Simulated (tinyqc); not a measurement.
Worked calculation: empirical pseudopotential in a few plane waves. One step of it, computed by the program tinyqc.

Question. Bloch Hamiltonian at G. Basis: the 15 shortest G (labels in 2 pi/a), the same at every k. H(G,G') = c |k + G|^2 delta + VS(|G-G'|^2) cos((G-G').tau) + i VA sin((G-G').tau), tau = a/8 (1,1,1); 1 Ry = 13.605693 eV.

Parameters chosen for this model: fcc lattice, atoms at +/- a/8 (1,1,1); form factors in rydberg at |G|^2 in units of (2 pi/a)^2:
```
parameter                 value      unit
a                      6.260000  angstrom
VS(3)                 -0.251000        Ry
VS(8)                  0.045000        Ry
VS(11)                 0.055000        Ry
VA(3)                         0        Ry
VA(4)                         0        Ry
VA(11)                        0        Ry
hbar^2/2m (2 pi/a)^2   3.838257        eV
```

k point G (2 pi / a): [0, 0, 0]

Give: H(k) at G.

Answer.

H(k) at G (eV):
```
         +0+0+0   -1-1-1   -1-1+1   -1+1-1   -1+1+1   +1-1-1   +1-1+1   +1+1-1
+0+0+0   0.0000   2.4148  -2.4148  -2.4148  -2.4148  -2.4148  -2.4148  -2.4148
-1-1-1   2.4148  11.5148   0.0000   0.0000  -0.6123   0.0000  -0.6123  -0.6123
-1-1+1  -2.4148   0.0000  11.5148   0.6123   0.0000   0.6123   0.0000   0.0000
-1+1-1  -2.4148   0.0000   0.6123  11.5148   0.0000   0.6123   0.0000   0.0000
-1+1+1  -2.4148  -0.6123   0.0000   0.0000  11.5148   0.0000   0.6123   0.6123
+1-1-1  -2.4148   0.0000   0.6123   0.6123   0.0000  11.5148   0.0000   0.0000
+1-1+1  -2.4148  -0.6123   0.0000   0.0000   0.6123   0.0000  11.5148   0.6123
+1+1-1  -2.4148  -0.6123   0.0000   0.0000   0.6123   0.0000   0.6123  11.5148
+1+1+1   2.4148   0.0000  -0.6123  -0.6123   0.0000  -0.6123   0.0000   0.0000
-2+0+0   0.0000  -2.4148  -2.4148  -2.4148   2.4148   0.5291  -0.5291  -0.5291
+0-2+0   0.0000  -2.4148  -2.4148   0.5291  -0.5291  -2.4148   2.4148  -0.5291
+0+0-2   0.0000  -2.4148   0.5291  -2.4148  -0.5291  -2.4148  -0.5291   2.4148
+0+0+2   0.0000  -0.5291   2.4148  -0.5291  -2.4148  -0.5291  -2.4148   0.5291
+0+2+0   0.0000  -0.5291  -0.5291   2.4148  -2.4148  -0.5291   0.5291  -2.4148
+2+0+0   0.0000  -0.5291  -0.5291  -0.5291   0.5291   2.4148  -2.4148  -2.4148

         +1+1+1   -2+0+0   +0-2+0   +0+0-2   +0+0+2   +0+2+0   +2+0+0
+0+0+0   2.4148   0.0000   0.0000   0.0000   0.0000   0.0000   0.0000
-1-1-1   0.0000  -2.4148  -2.4148  -2.4148  -0.5291  -0.5291  -0.5291
-1-1+1  -0.6123  -2.4148  -2.4148   0.5291   2.4148  -0.5291  -0.5291
-1+1-1  -0.6123  -2.4148   0.5291  -2.4148  -0.5291   2.4148  -0.5291
-1+1+1   0.0000   2.4148  -0.5291  -0.5291  -2.4148  -2.4148   0.5291
+1-1-1  -0.6123   0.5291  -2.4148  -2.4148  -0.5291  -0.5291   2.4148
+1-1+1   0.0000  -0.5291   2.4148  -0.5291  -2.4148   0.5291  -2.4148
+1+1-1   0.0000  -0.5291  -0.5291   2.4148   0.5291  -2.4148  -2.4148
+1+1+1  11.5148  -0.5291  -0.5291  -0.5291  -2.4148  -2.4148  -2.4148
-2+0+0  -0.5291  15.3530   0.6123   0.6123  -0.6123  -0.6123   0.0000
+0-2+0  -0.5291   0.6123  15.3530   0.6123  -0.6123   0.0000  -0.6123
+0+0-2  -0.5291   0.6123   0.6123  15.3530   0.0000  -0.6123  -0.6123
+0+0+2  -2.4148  -0.6123  -0.6123   0.0000  15.3530   0.6123   0.6123
+0+2+0  -2.4148  -0.6123   0.0000  -0.6123   0.6123  15.3530   0.6123
+2+0+0  -2.4148   0.0000  -0.6123  -0.6123   0.6123   0.6123  15.3530
```
